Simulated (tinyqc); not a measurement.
Valley splitting of a silicon quantum well in envelope theory: sweeps and comparisons. A value that a table varies takes the place of the one given here.

The well lies at 0 < z < L; U(z) = V0 [1/(1 + exp(z/w)) + 1/(1 + exp((L - z)/w))] - e F z, 1 mV/nm = 1e-4 eV/angstrom. The envelope psi solves -(c/ml) psi'' + U psi = E psi, c = hbar^2/2m0, by three-point differences on a grid of 0.1 angstrom from -40 to L + 40 angstrom. The two valleys at +/- k0 couple through D = C0 times the integral of exp(-i q z) U(z) psi^2, q = 2 k0 (2 pi/a), and split by Ev = 2|D|.

Random alloy: with Y(z) = Yw + (Yb - Yw) B(z), B the bracket in U, and in-plane density exp(-r^2/ad^2)/(pi ad^2), D gains a random complex part of variance sigma^2 = (C0^2/pi)(a^2 V0/(8 ad (Yb - Yw)))^2 (4/a) times the integral of psi^4 Y (1 - Y). Alone it gives a mean splitting sqrt(pi) sigma; together with the smooth part the rms splitting is 2 sqrt(|D|^2 + sigma^2).

Constants: hbar^2/2m0 = 3.80998211 eV angstrom^2.

Inputs chosen for the exercise (near those of a strained Si well in SiGe; shifted at random, so the results belong to these values and not to a real crystal): L = 60 angstrom (well width); V0 = 0.16 eV (conduction offset); ml = 0.911 m0 (mass along z); F = 1.6 mV/nm (field pressing towards the upper interface); k0 = 0.847 2 pi/a (valley position); a = 5.431 angstrom (lattice constant); C0 = 0.245 (Bloch overlap factor); Yb = 0.24 (Ge share of the barrier); Yw = 0 (Ge share of the well); ad = 110 angstrom (dot radius); ws = (0.4, 0.7, 0.8, 1.3, 2.1, 2.8, 4.2) angstrom (interface widths); Ls = (60, 61.4, 62.7, 64.1, 65.4, 66.8, 68.1, 69.5) angstrom (widths in steps of one atomic layer, a/4, rounded to the grid); F2 = 0.5 mV/nm (second field, zero or weak); w1 = 0.5 angstrom (interface width for this table); w = 0.9 angstrom (interface width parameter).

## Sharpness of the interface

The smooth part 2|D| and the disorder part against w, beside y/sinh(y) with y = pi q w. The 12 to 88 % width of the step is 4w.

Results:
```
w (angstrom),4w (angstrom),2|D| (micro-eV),y/sinh(y),sqrt(pi) sigma (micro-eV)
0.4,1.6,51.05,0.42,5.8
0.7,2.8,14.45,0.12,6.6
0.8,3.2,8.82,0.072,7.0
1.3,5.2,0.52,0.0053,9.1
2.1,8.4,0.00,6.3e-05,14.1
2.8,11.2,0.00,1.1e-06,19.9
4.2,16.8,0.00,3.0e-10,36.1
```

What can be read from the table?

The smooth part needs a Fourier component of U psi^2 at a wavelength of 3.21 angstrom; from the first row to the third it falls by a factor 5.79, while y/sinh(y) falls by 5.91 (the envelope near the step and the phase between the two interfaces change too). The disorder part goes from 5.8 to 36.1 micro-eV, growing as the electron overlaps more alloy. It takes over between w = 0.8 and 1.3 angstrom, that is a step 3.2 to 5.2 angstrom wide, with 1.36 angstrom to an atomic layer.

## Adding atomic layers

The smooth splitting Ev = 2|D| with w = w1, at the field F2 and at F.

Results:
```
L (angstrom),q L mod 2 pi,Ev at F2 (micro-eV),Ev at F (micro-eV)
60.0,4.49,33.8,35.0
61.4,0.95,4.94,11.9
62.7,3.50,27.9,29.5
64.1,6.24,16.6,19.5
65.4,2.51,17.1,19.9
66.8,5.25,23.1,25.0
68.1,1.52,5.46,12.0
69.5,4.26,23.3,25.0
```

What can be read from the table?

At F2 the splitting swings between 4.94 and 33.8 micro-eV, a ratio of 6.85, as the two interfaces add with the phase q L, which advances on average by 2.66 rad a layer. At F the ratio is 2.95, where in the first row psi^2 at the upper interface is 1.95 times that at the lower one: the field unbalances the two contributions, which fills in the minima.

## What each parameter does

Orbital spacing, psi^2 at z = L, the smooth splitting and sigma; V0 is held fixed when Yw changes. Each row changes one parameter from the base and keeps the others.

Results:
```
case,E2 - E1 (meV),psi^2(L) (1e-3/angstrom),2|D| (micro-eV),sigma (micro-eV)
base,25.50,1.889,5.24,4.1
ad = 150 angstrom,25.50,1.889,5.24,3.0
Yw = 0.03,25.50,1.889,5.24,76.1
L = 66 angstrom,21.80,1.597,3.41,3.4
V0 = 0.2 eV,26.47,1.530,5.23,4.3
w = 0.63 angstrom,25.24,1.956,20.03,3.6
F = 2.4 mV/nm,25.75,2.182,5.52,4.5
k0 = 0.827 2 pi/a,25.50,1.889,2.30,4.1
C0 = 0.294,25.50,1.889,6.29,5.0
```

What does this show?

The largest shifts from the base row, up to three for each result and ties (the steps differ in size, so this ranks the rows, not the parameters). E2 - E1 (meV): L -3.70, V0 +0.97, w -0.26; unchanged at the printed digits by ad, Yw, k0 and C0. psi^2(L) (1e-3/angstrom): V0 -0.359, F +0.293, L -0.292; unchanged at the printed digits by ad, Yw, k0 and C0. 2|D| (micro-eV): w +14.79, k0 -2.94, L -1.83; unchanged at the printed digits by ad and Yw. sigma (micro-eV): Yw +72.0, ad -1.1, C0 +0.8, L -0.8; unchanged at the printed digits by k0.

(tinyqc, `OMP_NUM_THREADS=1 python tinyqc.py 1280849 1280850 out.jsonl`, Intel(R) Xeon(R) Processor @ 2.30GHz, 1 thread, shared host, about 0.1 s.)
